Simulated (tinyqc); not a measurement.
One anharmonic mode: perturbation theory, self-consistent phonons and exact levels: one step, computed by the program tinyqc. Command: `OMP_NUM_THREADS=1 python tinyqc.py 3010987 3010988 out.jsonl scp walk`. One thread of a shared host (Intel(R) Xeon(R) Processor @ 2.30GHz), about 0.05 s of CPU time with the checks.

V(x) = k x^2/2 + b x^4 for one coordinate x of mass M. A constant K > 0 gives hbar Omega = sqrt((hbar^2/u) K/M) with K in eV/angstrom^2 and M in u.

Task: Hamiltonian in a small basis. Basis: oscillator states n of the constant |k|, with x = s (a + a+), s^2 = hbar Omega/(2|k|); H = hbar Omega (n + 1/2) + (k - |k|) x^2/2 + b x^4, with exact matrix elements of x^2 and x^4.

Inputs (values chosen for the exercise, for a model mode):

| quantity | value | unit |
|---|---|---|
| mode mass M | 103 | u |
| harmonic constant k | -23 | eV/angstrom^2 |
| quartic constant b | 666 | eV/angstrom^4 |
| basis size N of the small matrix | 6 | - |

Shape: double well.

Constants: hbar^2/u = 4.18015928e-03 eV angstrom^2.

Give: H.

Result:

H (meV):
```
        1       2       3       4       5       6
1    0.88    0.00  -19.11    0.00    1.44    0.00
2    0.00    4.41    0.00  -30.22    0.00    3.22
3  -19.11    0.00   11.46    0.00  -38.67    0.00
4    0.00  -30.22    0.00   22.03    0.00  -44.67
5    1.44    0.00  -38.67    0.00   36.14    0.00
6    0.00    3.22    0.00  -44.67    0.00   53.76
```
